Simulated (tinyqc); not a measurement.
Chemical-mechanical planarisation: Preston law, pattern density and step-height reduction. Inputs raised by 2 %, one at a time. Computed by tinyqc, a small Python program. Command: `OMP_NUM_THREADS=1 python tinyqc.py 3014439 3014440 out.jsonl cmp sens`. One thread of a shared host (Intel(R) Xeon(R) Processor @ 2.30GHz), about 0.02 s of CPU time with the checks.

A row of 12 cells, repeated periodically, holds raised features that cover a share rho of each cell.

Inputs (values chosen for the exercise, close to those used for copper polishing): Preston coefficient K = 5.4e-14 1/Pa; pressure P = 26 kPa; platen and carrier speed = 110 rpm; distance between the centres = 19 cm; initial step height h0 = 180 nm; contact height h_c = 31 nm; film above the raised areas z0 = 320 nm; cell size = 2 mm; planarisation length = 4.5 mm; polish time t = 61 s.

local pattern densities, cell by cell: [0.7, 0.6, 0.2, 0.9, 0.5, 0.2, 0.8, 0.1, 0.3, 0.5, 0.6, 0.25]

Method:
- With equal rotation speeds the relative speed is uniform, v = omega r_c; Preston rate R0 = K P v.
- The stiff pad averages the density: rho_eff(i) = sum_j w_ij rho_j / sum_j w_ij, w = exp(-2 d^2/L^2), L the planarisation length and d the distance between cell centres, summed over all periodic images of cell j.
- While h > h_c only raised areas polish, at R0/rho_eff, until t_c = rho_eff (h0 - h_c)/R0. After that h = h_c exp(-(t - t_c)/tau), tau = rho_eff h_c/R0; low areas polish at R0 (1 - h/h_c) and raised areas at R0 [1 + (1 - rho_eff) h/(rho_eff h_c)]. Removed from raised areas after t_c: h0 - h_c + R0 (t - t_c) + (1 - rho_eff)(h_c - h); from low areas: R0 (t - t_c) - rho_eff (h_c - h). Film left = z0 less the removal from raised areas.

Runs; columns: (1) input moved; (2) from; (3) to; (4) range of film left across the row (nm); (5) largest remaining step (nm); (6) thinnest film left (nm); (7) blanket rate R0 (nm/s):
```
(1)                                 (2)        (3)     (4)       (5)     (6)     (7)
base run                              -          -  36.561  0.077872  16.870  3.0729
Preston coefficient K (1/Pa)    5.4e-14  5.508e-14  36.554  0.062753  13.121  3.1343
pressure P (kPa)                     26      26.52  36.554  0.062753  13.121  3.1343
initial step height h0 (nm)         180      183.6  37.296  0.087461  14.556  3.0729
contact height h_c (nm)              31      31.62  36.565  0.087588  16.870  3.0729
polish time t (s)                    61      62.22  36.554  0.062753  13.121  3.0729
cell size (mm)                        2       2.04  37.483  0.081990  16.433  3.0729
platen and carrier speed (rpm)      110      112.2  36.554  0.062753  13.121  3.1343
```

Exponents ln(y'/y) / ln(x'/x):
```
input                     range of film left across the row  largest remaining step  thinnest film left  blanket rate R0
Preston coefficient K                                -0.009                 -10.901             -12.691                1
pressure P                                           -0.009                 -10.901             -12.691                1
initial step height h0                                1.005                   5.864              -7.449                0
contact height h_c                                    0.006                   5.938               0.000                0
polish time t                                        -0.009                 -10.901             -12.691                0
cell size                                             1.258                   2.603              -1.324                0
platen and carrier speed                             -0.009                 -10.901             -12.691                1
```

Among the inputs moved here: range of film left across the row answers most in size to cell size (exponent +1.258), next to initial step height h0 (+1.005). Its exponent +1.005 in initial step height h0: the final range is proportional to the step. Its exponent -0.009 in polish time t: after planarisation the range is frozen. Largest remaining step answers most in size to Preston coefficient K (exponent -10.901), and about equally to pressure P (-10.901), platen and carrier speed (-10.901), polish time t (-10.901). Thinnest film left answers most in size to Preston coefficient K (exponent -12.691), and about equally to pressure P (-12.691), platen and carrier speed (-12.691), polish time t (-12.691); its exponent is below 0.0005 for contact height h_c. Blanket rate R0 answers most in size to Preston coefficient K (exponent +1.000), and about equally to pressure P (+1.000), platen and carrier speed (+1.000); its exponent is below 0.0005 for initial step height h0, contact height h_c, polish time t, cell size. Its exponent +1.000 in pressure P: Preston's law. Its exponent +1.000 in platen and carrier speed: Preston's law.

Extremes, crossings and ranges named in words are read from the listed rows.
